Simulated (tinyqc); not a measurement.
# Hexagonal on-chip spiral inductor, lumped pi model, step by step

Numbers from tinyqc (`OMP_NUM_THREADS=1 python tinyqc.py 2302007 2302008 out.jsonl`; about 0.01 s on one thread of a shared Intel Xeon 2.30GHz). Printed values are rounded.

Outer diameter do = di + 2 n wd + 2 (n - 1) sp, mean da = (do + di)/2, fill p = (do - di)/(do + di), length l = 3.464 n da. L = 2.33 mu0 n^2 da/(1 + 3.82 p), mu0 = 4 pi 1e-7 H/m. Rs = rho l/(wd delta (1 - exp(-th/delta))), delta = sqrt(rho/(pi f mu0)). Cs = n wd^2 eps0 eo/hu across the coil. At each end Cox = l wd eps0 eo/(2 ho) leads to the substrate branch Rsi = 2 rs he/(l wd) in parallel with Csi = l wd eps0 11.7/(2 he). With one end grounded Y = 1/(Rs + i w L) + i w Cs + 1/[1/(i w Cox) + 1/(1/Rsi + i w Csi)], w = 2 pi f; Q = -Im Y/Re Y. Eddy currents in neighbouring turns and in the substrate are left out.

Values chosen for this exercise; values of the order met in silicon radio-frequency processes:
- n = 3.5 (number of turns)
- wd = 6 um (line width)
- sp = 3 um (space between turns)
- di = 80 um (inner diameter)
- th = 3.4 um (metal thickness)
- rho = 3 uohm cm (metal resistivity)
- ho = 3.3 um (oxide below the coil)
- hu = 1.2 um (oxide between coil and underpass)
- eo = 3.9 (relative permittivity of the oxide)
- rs = 10 ohm cm (substrate resistivity)
- he = 30 um (effective spreading depth in the substrate)
- f = 6.6 GHz (frequency)

Constants: eps0 = 8.8541878128e-12 F/m. Results are converted to the units shown.

## Geometry and model elements

do, l, L, delta, Rs, Cs, Cox, Rsi and Csi as defined.

do = 137 um
l = 1315.45 um
L = 1.94250 nH
delta = 1.07302 um
Rs = 6.39881 ohm
Cs = 3.62579 fF
Cox = 41.2949 fF
Rsi = 760.194 ohm
Csi = 13.6273 fF

Rs is 3.31 times the direct-current value in this empirical form, which overstates the skin effect of a flat slab when delta is near th and so stands in for some current crowding.

## Admittance, quality factor and apparent inductance

Series branch 1/(Rs + i w L), substrate branch, total Y, Q = -Im Y/Re Y, apparent inductance Im(1/Y)/w, metal-only value w L/Rs, share of the loss in the substrate Re(substrate branch)/Re Y.

series branch = 0.9799-12.3362i mS
substrate branch = 0.557637+0.746969i mS
Y = 1.5376-11.4389i mS
Q = 7.43960
apparent inductance = 2.07069 nH
w L/Rs = 12.5889
share of the loss in the substrate = 36.2674 %

Q is 59.1 % of the metal-only value.
